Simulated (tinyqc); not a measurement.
Inside a calculation. Model: front-illuminated p-i-n photodiode, quantum efficiency and bandwidth.

tinyqc, about 0.01 s, one thread, Intel Xeon 2.30GHz (shared host): `OMP_NUM_THREADS=1 python tinyqc.py 2250124 2250125 out.jsonl` Printed values are rounded.

Light enters through a p layer (0 to xp), a depleted layer (xp to xp + wi) and a thick n substrate, decaying as exp(-al x); one pass, no back reflection. Carriers made in the depleted layer are all collected; those in the neutral layers diffuse.

Parameters, values chosen for the exercise; values close to those of silicon at this wavelength: wavelength lam = 850 nm; absorption coefficient al = 528 1/cm; reflectance of the front face Rf = 0.05; relative permittivity eps_r = 12; thickness of the front p layer xp = 0.087 um; thickness of the depleted layer wi = 36 um; electron diffusion coefficient in the p layer Dn = 4.1 cm^2/s; electron diffusion length in the p layer Ln = 1.9 um; recombination velocity of the front surface S = 4e5 cm/s; hole diffusion length in the thick n substrate Lp = 2.4 um; electron drift velocity ve = 9.56e6 cm/s; hole drift velocity vh = 6.79e6 cm/s; diameter dia = 28 um; load resistance RL = 50 ohm; parasitic capacitance Cp = 50 fF; modulation frequency f = 0.95 GHz.

Constants: q = 1.602176634e-19 C, h = 6.62607015e-34 J s, c = 299792458 m/s, eps0 = 8.8541878128e-14 F/cm where lengths are in cm. Results are converted to the units shown.

## Quantum efficiency

k = al Ln, s = S Ln/Dn, e = exp(-al xp); front layer f1 = (k/(k^2 - 1)) {[s + k - e (s cosh(xp/Ln) + sinh(xp/Ln))]/[s sinh(xp/Ln) + cosh(xp/Ln)] - k e}; depleted layer f2 = e (1 - exp(-al wi)); substrate f3 = e exp(-al wi) al Lp/(1 + al Lp); external efficiency (1 - Rf)(f1 + f2 + f3); responsivity = efficiency q lam/(h c).

s = 18.5366
f1 = 0.00352869
f2 = 0.846653
f3 = 0.0167312
external efficiency = 0.823567
responsivity = 0.564614 A/W

The front layer absorbs 0.458 % of the light that enters and collects 77.0 % of that. Diffusion from the neutral layers makes up 2.34 % of the current.

## Response at one frequency

Drift response for pairs made in the depleted layer, a = al wi, g = 1 - exp(-a), u = 2 pi i f, te = wi/ve, th = wi/vh: electrons He = [g - a (exp(-a) - exp(-u te))/(u te - a)]/(u te g), holes Hh = [g - a (1 - exp(-a - u th))/(a + u th)]/(u th g); C = eps0 eps_r pi (dia/2)^2/wi + Cp; total |He + Hh|/sqrt(1 + (2 pi f RL C)^2), for the current of the depleted layer alone.

te = 376.569 ps
th = 530.191 ps
He = 0.370092-0.413072i
Hh = 0.188819-0.203346i
|He + Hh| = 0.832077
C = 51.8173 fF
total response = 0.831978

The drift response alone falls to 1/sqrt(2) at 1.30 GHz and the RC term alone at 61.4 GHz; together they give 1.30 GHz for this part of the current; the diffusion currents, left out, respond on their own time scales.
